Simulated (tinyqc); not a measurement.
Single-oscillator infrared dielectric function of a polar cubic crystal: one step, computed by the program tinyqc.

One ion pair, charges +Z* and -Z*, in a cell of volume Omega = a^3/4. Frequencies omega are given as wavenumbers (1/cm); eps_s is the static dielectric constant.

Question. Surface and particle modes. Without damping, eps(omega) = -x eps_m gives omega^2 = omega_TO^2 (eps_s + x eps_m)/(eps_inf + x eps_m): x = 1 for a flat surface at large wave vector, x = 2 for the dipole mode of a small sphere. The reflectivity R for light from vacuum (not from the medium eps_m) vanishes where eps = 1, omega^2 = omega_TO^2 (eps_s - 1)/(eps_inf - 1).

Inputs (values chosen for the exercise, modelled on gallium arsenide): omega_TO = 269 1/cm; eps_inf = 10.6; eps_m of the surrounding medium = 1.

Structure: zinc blende. Free carriers: absent.

eps_s = 12.47390

Give: surface mode; sphere mode; zero of R.

Answer.

surface mode = 289.91 1/cm

sphere mode = 288.31 1/cm

zero of R = 294.08 1/cm
